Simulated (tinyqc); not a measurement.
## Polarisation charge from two barrier thicknesses

Question. VT = phiB - dEc - q sigma d/(eps0 eps_r). Find sigma, phiB - dEc and the thickness at which VT = 0.

Values chosen for this exercise: relative permittivity of barrier and channel eps_r = 9.5.

Constants: q = 1.602176634e-19 C, eps0 = 8.8541878128e-14 F/cm where lengths are in cm. Results are converted to the units shown.

VT for d = 12 and 22 nm (V): -1.3397611  -3.1527786

Answer. VT is linear in d.

sigma = 9.52e12 cm^-2
phiB - dEc = 0.836 V
thickness for VT = 0 = 4.61 nm

Computed by the program tinyqc: `OMP_NUM_THREADS=1 python tinyqc.py 2570092 2570093 out.jsonl`, one thread of a shared Intel Xeon 2.30GHz, about 0.03 s for the whole run.
